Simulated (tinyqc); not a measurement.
Kissinger analysis: growth of a silicide layer between metal and silicon: linear-parabolic kinetics, ramp anneals and Kissinger analysis. Computed by tinyqc, a small Python program. Command: `OMP_NUM_THREADS=1 python tinyqc.py 3023216 3023217 out.jsonl silicide walk`. One thread of a shared host (Intel(R) Xeon(R) Processor @ 2.30GHz), about 0.1 s of CPU time with the checks.

One compound layer of thickness x grows by diffusion through itself and reaction at an interface, dx/dt = 1/(2x/K + 1/v), until the metal is used up at x = a h.

Inputs (values chosen for the exercise, modelled on TiSi2):

| quantity | value | unit |
|---|---|---|
| metal thickness h | 9.4 | nm |
| silicide formed per metal thickness a | 2.51 | - |
| prefactor of the parabolic constant K | 1.1e+11 | nm^2/s |
| activation energy E of K | 1.72 | eV |
| prefactor of the interface velocity v | 1.1e+10 | nm/s |
| activation energy E_v | 1.89 | eV |

Constants: k_B = 8.617333262e-05 eV/K.

Method:
- The silicide ends at the thickness a h.
- K = K0 exp(-E/(k_B T)), v = v0 exp(-E_v/(k_B T)).
- Temperatures in kelvin are T(C) + 273.15.
- Ramp from x = 0 at 100 C at the rate beta: dx/dT = (1/beta)/(2x/K + 1/v), integrated adaptively (tolerance 1e-9) until x = a h at T_f.
- Plot ln(beta/T_f^2) against 1/(k_B T_f), T_f in kelvin; minus the least-squares slope estimates the activation energy.

final thickness = 23.594 nm

Ramps:

| beta (C/s) | T_f (C) | 1/(k_B T_f) (1/eV) | ln(beta/T_f^2) |
|---|---|---|---|
| 0.03 | 550.12 | 14.096 | -16.933 |
| 0.1 | 586.84 | 13.494 | -15.816 |
| 0.3 | 623.27 | 12.945 | -14.801 |
| 1 | 666.82 | 12.346 | -13.692 |
| 3 | 710.33 | 11.799 | -12.684 |
| 10 | 762.76 | 11.202 | -11.583 |
| 30 | 815.57 | 10.659 | -10.584 |

Kissinger energy = 1.8473 eV

What does the comparison show, and why?

A thousandfold faster ramp raises the completion temperature by only 265 C. The fit gives 1.847 eV, against E = 1.72 eV for diffusion and E_v = 1.89 eV for the interface: it lies 75 % of the way from E to E_v, as both steps resist. Caution: nucleation and competing phases are left out; disilicides such as CoSi2 and the low-resistance form of TiSi2 start by nucleation and follow this law at best in part.

Extremes, crossings and ranges named in words are read from the listed rows.
